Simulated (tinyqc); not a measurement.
# p-n diode, drift-diffusion by the Gummel loop with Scharfetter-Gummel fluxes, step by step

Computed by the program tinyqc: `OMP_NUM_THREADS=1 python tinyqc.py 2240008 2240009 out.jsonl`, one thread of a shared Intel Xeon 2.30GHz, about 0.1 s for the whole run. Printed values are rounded.

Abrupt junction at x = 0, p side from -Lp, n side to Ln, ohmic contacts. psi is counted from the intrinsic level; n = ni exp((psi - phin)/Vt), p = ni exp((phip - psi)/Vt). Contacts: p side psi = V - Vt ln(Na/ni), p = Na, n = ni^2/Na; n side psi = Vt ln(Nd/ni), n = Nd, p = ni^2/Nd. Constant mobilities, D = mu Vt, Boltzmann statistics, SRH recombination through a mid-gap level, U = (n p - ni^2)/(tp (n + ni) + tn (p + ni)). Current is positive from the p contact to the n contact.

Inputs (values chosen for the exercise); band and dielectric values those of a made-up semiconductor:
- T = 300 K (temperature)
- Eg = 1.39 eV (band gap)
- eps_r = 10.5 (relative permittivity)
- Nc = 2.84e19 cm^-3 (conduction-band density of states at T)
- Nv = 2.93e19 cm^-3 (valence-band density of states at T)
- Na = 4.7e17 cm^-3 (acceptor density of the p side)
- Nd = 1.3e16 cm^-3 (donor density of the n side)
- mun = 890 cm^2/(V s) (electron mobility)
- mup = 410 cm^2/(V s) (hole mobility)
- tn = 4e-8 s (SRH lifetime of electrons)
- tp = 4e-7 s (SRH lifetime of holes)
- G = 0 cm^-3 s^-1 (uniform generation rate)
- V = 0.57 V (bias of the p contact)

Constants: q = 1.602176634e-19 C, kB = 1.380649e-23 J/K, Vt = kB T/q, eps0 = 8.8541878128e-14 F/cm where lengths are in cm. Results are converted to the units shown.

## Intrinsic density and built-in voltage

ni = sqrt(Nc Nv) exp(-Eg/(2 Vt)), Eg in volts; Vbi = Vt ln(Na Nd/ni^2).

ni = 6.08985e7 cm^-3
Vbi = 1.08438 V

## Round 1: Poisson equation

```
node  x (nm)  phin at the start (V)  phip at the start (V)
0      -2000                   0.57                   0.57
1       -813                      0                   0.57
2       -325                      0                   0.57
3       -124                      0                   0.57
4        -41                      0                   0.57
5         -7                      0                   0.57
6          7                      0                   0.57
7       33.3                      0                   0.57
8       82.8                      0                   0.57
9        176                      0                   0.57
10       351                      0                   0.57
11       681                      0                   0.57
12      1300                      0                      0
```

With phin and phip held, solve a_i (psi_(i+1) - psi_i) - a_(i-1) (psi_i - psi_(i-1)) + q w_i (p_i - n_i + C_i) = 0 for the inner nodes by Newton steps to convergence; a_i = eps0 eps_r/h_i, h_i = x_(i+1) - x_i, w_i = (h_(i-1) + h_i)/2, C = -Na or +Nd.

```
node    psi (V)  n after Poisson (cm^-3)  p after Poisson (cm^-3)
0     -0.018567               0.00789071                   4.7e17
1     -0.018567                2.96958e7               4.70000e17
2     -0.018567                2.96958e7               4.70000e17
3     -0.018567                2.96961e7               4.69994e17
4     -0.018446                2.98354e7               4.67801e17
5     -0.010858                4.00129e7               3.48813e17
6      0.062439                6.81608e8               2.04766e16
7      0.169559               4.29610e10               3.24876e14
8      0.328093               1.97844e13               7.05454e11
9      0.477824               6.48183e15                2.15325e9
10     0.495360               1.27729e16                1.09271e9
11     0.495812               1.29983e16                1.07375e9
12     0.495816                   1.3e16                 0.285279
```

## Round 1: electron continuity

With psi and p held, F_i = (mun Vt/h_i) [n_(i+1) B(d_i) - n_i B(-d_i)], d_i = (psi_(i+1) - psi_i)/Vt, B(d) = d/(exp(d) - 1); solve F_i - F_(i-1) = w_i [(n_i p_i - ni^2)/den_i - G] for the new n, with den = tp (n + ni) + tn (p + ni) taken at the old n and p, h_i = x_(i+1) - x_i, w_i = (h_(i-1) + h_i)/2; phin = psi - Vt ln(n/ni).

```
node  new n (cm^-3)  phin after round 1 (V)
0        0.00789071                0.570000
1         1.75986e7                0.013525
2         2.49119e7                0.004541
3         2.79432e7                0.001573
4         2.93323e7                0.000440
5         3.99366e7                0.000049
6         6.81508e8                0.000004
7        4.29607e10                0.000000
8        1.97844e13                0.000000
9        6.48183e15                0.000000
10       1.27729e16                0.000000
11       1.29983e16                0.000000
12           1.3e16                0.000000
```

## Round 1: hole continuity

With psi and the new n held, F_i = (mup Vt/h_i) [p_(i+1) B(-d_i) - p_i B(d_i)], d_i = (psi_(i+1) - psi_i)/Vt, B(d) = d/(exp(d) - 1); solve F_i - F_(i-1) = w_i [(n_i p_i - ni^2)/den_i - G] for the new p, with den = tp (n + ni) + tn (p + ni) taken at the new n and the old p, h_i = x_(i+1) - x_i, w_i = (h_(i-1) + h_i)/2; phip = psi + Vt ln(p/ni).

```
node  new p (cm^-3)  phip after round 1 (V)
0            4.7e17                0.570000
1        4.70000e17                0.570000
2        4.70000e17                0.570000
3        4.69994e17                0.570000
4        4.67801e17                0.570000
5        3.48813e17                0.570000
6        2.04766e16                0.570000
7        3.24876e14                0.570000
8        7.05445e11                0.570000
9         2.13723e9                0.569807
10        9.58021e8                0.566599
11        6.15774e8                0.555625
12         0.285279                0.000000
```

## Course of the Gummel loop

Stop when phin and phip change by less than 1e-8 V, or after 80 rounds. J = Jn at the p contact + Jp at the n contact + q sum w_i U_i - q G sum w_i over the inner nodes, which avoids differences of large majority fluxes: Jn = (q mun Vt/h_0)[n_1 B(d_0) - n_0 B(-d_0)], Jp = (q mup Vt/h_last)[p_(N-1) B(d_last) - p_N B(-d_last)], d_i = (psi_(i+1) - psi_i)/Vt, B(d) = d/(exp(d) - 1), w_i = (h_(i-1) + h_i)/2.

Course of the iteration:
```
round  J (A/cm^2)  largest change of phin, phip (V)
1      2.01495e-5                            0.0144
2      2.01495e-5                          4.97e-11
```

Converged in 2 rounds.

## Recombination and current

```
node  converged psi (V)  converged n (cm^-3)  converged p (cm^-3)
0             -0.018567           0.00789071               4.7e17
1             -0.018567            1.75986e7           4.70000e17
2             -0.018567            2.49119e7           4.70000e17
3             -0.018567            2.79432e7           4.69994e17
4             -0.018446            2.93323e7           4.67801e17
5             -0.010858            3.99366e7           3.48813e17
6              0.062439            6.81508e8           2.04766e16
7              0.169559           4.29607e10           3.24876e14
8              0.328093           1.97844e13           7.05445e11
9              0.477824           6.48183e15            2.13723e9
10             0.495360           1.27729e16            9.58021e8
11             0.495812           1.29983e16            6.15774e8
12             0.495816               1.3e16             0.285279
```

U_i as defined. J = Jn at the p contact + Jp at the n contact + q sum w_i U_i - q G sum w_i over the inner nodes, which avoids differences of large majority fluxes: Jn = (q mun Vt/h_0)[n_1 B(d_0) - n_0 B(-d_0)], Jp = (q mup Vt/h_last)[p_(N-1) B(d_last) - p_N B(-d_last)], d_i = (psi_(i+1) - psi_i)/Vt, B(d) = d/(exp(d) - 1), w_i = (h_(i-1) + h_i)/2.

U, node 0 to 12 (cm^-3 s^-1): 0  4.39965e14  6.22797e14  6.98580e14  7.33309e14  9.98414e14  1.70377e16  1.07260e18  1.75734e18  5.34308e15  2.39505e15  1.53944e15  0
Jn at the p contact = 5.46540e-7 A/cm^2
Jp at the n contact = 1.68924e-5 A/cm^2
recombination = 2.71059e-6 A/cm^2
generation = 0 A/cm^2
J = 2.01495e-5 A/cm^2

A 500-node mesh gives J = 2.343e-5 A/cm^2; this mesh differs from it by -3.3e-6 A/cm^2 (-14 %).
